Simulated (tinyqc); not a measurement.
# Input admittance of a MOSFET at zero drain bias: distributed channel and distributed gate: two studies

Source and drain grounded, strong inversion, w = 2 pi f, Cox = eps0 eox/tox. The channel is an RC line of resistance 1/(mu Cox Vo) per square fed from both ends, so one finger has the intrinsic admittance y = i w Cox L tanh(g)/g per width, g = (1/2) sqrt(i w tau), tau = L^2/(mu Vo). The vertical resistance rv/L is in series with y, the overlaps 2 i w Cov in parallel: y_t = 1/(1/y + rv/L) + 2 i w Cov. The gate strip is a line of Rsh/L per length loaded by y_t, so a finger has Y = y_t Wf tanh(k)/k, k = (Wf/sd) sqrt(y_t Rsh/L); the device has Nf Y.

Values chosen for this exercise; values of the order met in silicon radio-frequency transistors: relative permittivity of the gate insulator (close to silicon nitride) eox = 7.55; insulator thickness tox = 8.9 nm; channel length L = 0.24 um; finger width Wf = 0.77 um; number of fingers Nf = 4; channel mobility mu = 180 cm^2/(V s); gate overdrive Vo = 0.59 V; sheet resistance of the gate Rsh = 37 ohm/square; vertical resistivity of the gate stack rv = 1.4 ohm um^2; number of ends at which a finger is contacted sd = 1; overlap and fringe capacitance on each side Cov = 0.3 fF/um; frequency f = 28 GHz.

Constants: eps0 = 8.8541878128e-14 F/cm where lengths are in cm. Results are converted to the units shown.

Each table varies one quantity; the others keep the values above.

## Input impedance against frequency

Low-frequency limits, with c = Cox L and ct = c + 2 Cov: R_strip = Rsh Wf/(3 sd^2 L Nf), R_ch = (c/ct)^2 L/(12 mu Cox Vo Wf Nf), R_vert = (c/ct)^2 rv/(L Wf Nf), C = ct Wf Nf. Z = 1/(Nf Y) = R + 1/(i w C), Q = |Im Z|/R, far-point signal |1/cosh k|.

The same in every row: low-frequency R (ohm) = 56.78.

Input impedance against frequency:
```
f (GHz)    w tau      |k|  R (ohm)  C (fF)      Q  signal at the far point
0.3      0.01022  0.02035    56.78   7.400   1263                    1.000
0.7      0.02385  0.03108    56.78   7.400  541.1                    1.000
2        0.06816  0.05253    56.78   7.400  189.4                    1.000
4         0.1363  0.07429    56.78   7.400  94.70                    1.000
9         0.3067   0.1114    56.78   7.399  42.10                   0.9999
20        0.6816   0.1660    56.75   7.392  18.97                   0.9993
50         1.704   0.2610    56.57   7.348  7.657                   0.9960
100        3.408   0.3626    55.94   7.200  3.951                   0.9854
300        10.22   0.5561    50.32   6.085  1.733                   0.9326
```

R falls from 56.8 to 50.3 ohm and C falls from 7.40 to 6.08 fF. Q goes as f^(-1.00) between the first two rows and f^(-0.75) between the last two, where w tau = 10.2 and |k| = 0.556. The low-frequency limits hold both R and C within 5 % up to f = 100 GHz among the rows.

## Effect of the channel length

Same model as above.

Effect of the channel length:
```
L (um)    w tau      |k|  R (ohm)  low-frequency R (ohm)  C (fF)      Q  signal at the far point
0.03    0.01491   0.3258    81.02                  81.03   2.541  27.61                   0.9990
0.058   0.05573   0.2625    45.80                  45.80   3.189  38.91                   0.9995
0.11     0.2004   0.2237    35.49                  35.49   4.392  36.47                   0.9995
0.22     0.8018   0.1985    52.02                  52.06   6.926  15.78                   0.9989
0.42      2.922   0.1823    106.1                  107.0   11.36  4.715                   0.9966
0.8       10.60   0.1507    211.6                  227.8   17.13  1.568                   0.9940
1.6       42.41  0.09988    289.3                  494.1   16.67  1.179                   0.9968
3         149.1  0.07295    282.2                  966.4   16.42  1.227                   0.9983
```

Read the table: what changes, and by how much?

As L goes from 0.03 to 3, R moves up and down between 35.5 and 289 ohm, C goes from 2.54 through a maximum of 17.1 (at L = 0.8 among the rows listed) to 16.4 fF and Q moves up and down between 1.18 and 38.9.

Program tinyqc, `OMP_NUM_THREADS=1 python tinyqc.py 2262146 2262147 out.jsonl`; Intel Xeon 2.30GHz, shared host, one thread, about 0.01 s.
